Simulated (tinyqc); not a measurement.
On-chip power grid, static voltage drop by conjugate gradients: one step of the calculation.

A grid of 4 rows and 4 columns, node k = 4 row + column. Neighbours in a row are joined by Rx, in a column by Ry; pad nodes, which reach the supply through Rp: 0. Each node draws I0, node 11 draws kh I0. The drops u = Vdd - V solve G u = i, with G the conductance matrix (1/Rp added on the diagonal at pad nodes).

Question. Worst drop, pad currents and power lost. Pad current u/Rp; worst drop as a share of Vdd; power lost in the grid and pads sum_k i_k u_k; power delivered sum_k i_k (Vdd - u_k).

Inputs (values chosen for the exercise): supply voltage Vdd = 1 V; resistance from a pad node to the supply Rp = 0.14 ohm; load current of an ordinary node I0 = 2.6 mA; factor on the load at the hot node kh = 1.

converged u (mV):
```
           col 0      col 1      col 2      col 3
row 0   5.824000  13.710610  17.856719  19.682390
row 1  15.373812  17.765721  19.839303  20.942884
row 2  20.028729  20.881419  21.833562  22.410009
row 3  22.035179  22.447969  22.972136  23.314436
```

Give: worst drop; share of Vdd; pad currents; power lost; power delivered.

Answer.

worst drop = 23.314 mV
share of Vdd = 2.3314 %
pad currents (mA): node 0 41.600
power lost = 0.79799 mW
power delivered = 40.802 mW

The pad currents add up to the total load, 41.60 mA. The worst drop is at node 15.

Program tinyqc, `OMP_NUM_THREADS=1 python tinyqc.py 2770195 2770196 out.jsonl`; Intel Xeon 2.30GHz, shared host, one thread, about 0.3 s.
